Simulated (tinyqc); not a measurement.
Potential-pH (Pourbaix) lines of a metal, its cation, its oxide and an oxyanion, with a complexing ligand. Changing the total ligand c_L. Computed by tinyqc, a small Python program. Command: `OMP_NUM_THREADS=1 python tinyqc.py 3018853 3018854 out.jsonl pourb sweep`. One thread of a shared host (Intel(R) Xeon(R) Processor @ 2.30GHz), about 0.02 s of CPU time with the checks.

Potentials are against the standard hydrogen electrode; solids and water have unit activity; dG_f of M, H+ and the electron is zero; F = e N_A and s = R T ln(10)/F. The cation carries z = 2.

Inputs (values chosen for the exercise, modelled on nickel): dG_f of the cation = -45.54 kJ/mol; dG_f of the oxide = -210.17 kJ/mol; dG_f of the oxyanion = -287.84 kJ/mol; dG_f of water = -237.14 kJ/mol; temperature T = 298.15 K; log10 of the dissolved activity a = -2; pH = 10; potential E = 0.54 V; log10 of the stability constant beta of ML = 3.1; pKa of HL = 4.2; limiting current density i_L = 2.6e-05 A/cm^2; molar volume V_m = 6.59 cm^3/mol.

Species: M, M2+, MO, MO2(2-).

exchange current densities, metal and cathodic (A/cm^2): [3.7e-06, 2.8e-11]

Tafel slopes, anodic and cathodic (mV/decade): [95, 140]

Constants: R = 8.314462618 J/(mol K); e = 1.602176634e-19 C; N_A = 6.02214076e+23 1/mol.

Method:
- M2+ + 2e = M; MO + 2H+ + 2e = M + H2O; MO2(2-) + 4H+ + 2e = M + 2H2O. For each, E0 = -dG/(z F), and E = E0 + (s/z) log10 a - (s n_H/z) pH, with no activity term for the oxide.
- The metal is stable below the lowest of the three lines; above it, the species of the lowest line is stable. Water lines at 1 bar: hydrogen E = -s pH, oxygen E = -dG_f(water)/(2F) - s pH.
- The free ligand is c_L/(1 + 10^(pKa - pH)) (ligand in excess); dissolved metal is a in all, so the free cation is a/alpha, alpha = 1 + beta [L]; the cation line drops by (s/z) log10 alpha.
- Anodic i = i0a 10^((E - E_a)/b_a) with E_a the cation line with ligand; cathodic i = i0c 10^((E_c - E)/b_c) with E_c the oxygen line; supply caps the cathodic current, 1/i_c = 1/i(Tafel) + 1/i_L. E_corr makes the two currents equal. Without the cap it would be [b_c E_a + b_a E_c + b_a b_c log10(i0c/i0a)]/(b_a + b_c). Rate = i V_m/(z F). Films are left out.

One run for each value; columns: (1) total ligand c_L (mol/L); (2) log10 alpha; (3) cation line with ligand (V); (4) etch rate (nm/min); (5) that line less the oxide line (V):
```
(1)              (2)       (3)      (4)      (5)
1.00e-05  5.4333e-03  -0.29531  0.34113  0.15652
4.00e-05  2.1337e-02  -0.29578  0.34189  0.15605
2.00e-04  9.7530e-02  -0.29804  0.34553  0.15379
7.00e-04  2.7445e-01  -0.30327  0.35392  0.14856
3.00e-03  6.7913e-01  -0.31524  0.37262  0.13659
1.00e-02  1.1332e+00  -0.32867  0.39259  0.12316
6.00e-02  1.8839e+00  -0.35088  0.42265  0.10095
2.00e-01  2.4028e+00  -0.36623  0.44092  0.08560
1.00e+00  3.1003e+00  -0.38686  0.46201  0.06497
```

What does the table show, and why?

Over the rows, log10 alpha rises from 0.00543 to 3.10; cation line with ligand (V) falls from -0.295 to -0.387; etch rate (nm/min) rises from 0.341 to 0.462 (exponent d ln y / d ln x 0.0016 between the first rows and 0.029 between the last). Once beta [L] exceeds 1, each decade of ligand lowers the cation line by s/z; the etch rate rises with it.

Caution (all rows): other oxidation states, hydroxides and hydrides are left out, and the lines say nothing of rates. Caution (rows 1.00e-5, 4.00e-5, 2.00e-4, 7.00e-4, 0.00300, 0.0100, 0.0600): the ligand is not in tenfold excess over the metal, as assumed. Caution (all rows): at this pH the oxide, not the cation, is the stable product, and a film would cut the rate.
